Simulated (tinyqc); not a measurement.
Transfer-length model of a contact: one step of the calculation.

A metal contact of length d and width W on a thin layer of the same width. The metal has no resistance, the sheet resistance under it equals Rsh, and current enters the layer at the front edge x = 0.

Problem. Straight-line fit. Pairs of such contacts at gaps L have R_T = Rsh L/W + 2 Rc. The values of R_T were made from Rsh and rc with a random scatter of 0.2 % and are treated as data. Least squares: slope = sum (L - mean L)(R_T - mean R_T)/sum (L - mean L)^2, intercept = mean R_T - slope mean L. Rsh = slope W, Rc = intercept/2, and A = Rc/slope is half the distance from the origin to the zero of the line.

Parameters, values chosen for the exercise:

| symbol | value | unit | meaning |
|---|---|---|---|
| W | 2.7 | um | contact width |

```
gap  L (um)  R_T (ohm)
1      0.59       15.5
2       1.3     26.094
3         3     51.202
4       6.8        108
```

Wanted: slope; intercept; Rsh; Rc; A.

Solution.

slope = 14.893 ohm/um
intercept = 6.6731 ohm
Rsh = 40.212 ohm/sq
Rc = 3.3365 ohm
A = 0.22403 um

Computed by the program tinyqc: `OMP_NUM_THREADS=1 python tinyqc.py 2760163 2760164 out.jsonl`, one thread of a shared Intel Xeon 2.30GHz, about 0.01 s for the whole run.
